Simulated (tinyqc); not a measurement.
Inside a calculation. Method: lattice vibrations of a chain. One step of it, computed by the program tinyqc.

Task: Frequencies. omega^2 are the eigenvalues; wavenumber = 521.4708 sqrt(eigenvalue) 1/cm.

D(q) (eV/(angstrom^2 u)):
```
[[0.283925, -1.243879, 0.000000, -0.055185+0.058766i],
 [-1.243879, 14.333333, -5.277778, 0.000000],
 [0.000000, -5.277778, 4.691358, -0.642391],
 [-0.055185-0.058766i, 0.000000, -0.642391, 0.503704]]
```

Give: eigenvalues; wavenumbers; weights |e|^2 of the mass-weighted modes.

Result:

eigenvalues: [0.0113, 0.4311, 2.6263, 16.7436]

wavenumbers (1/cm): [55.5, 342.4, 845.1, 2133.8]

weights |e|^2 of the mass-weighted modes, order atom 1, atom 2, atom 3, atom 4:
```
[[0.7283, 0.2302, 0.0368, 0.0048],
 [0.0264, 0.0008, 0.1385, 0.8343],
 [0.0581, 0.0234, 0.7578, 0.1607],
 [0.1872, 0.7457, 0.0669, 0.0003]]
```
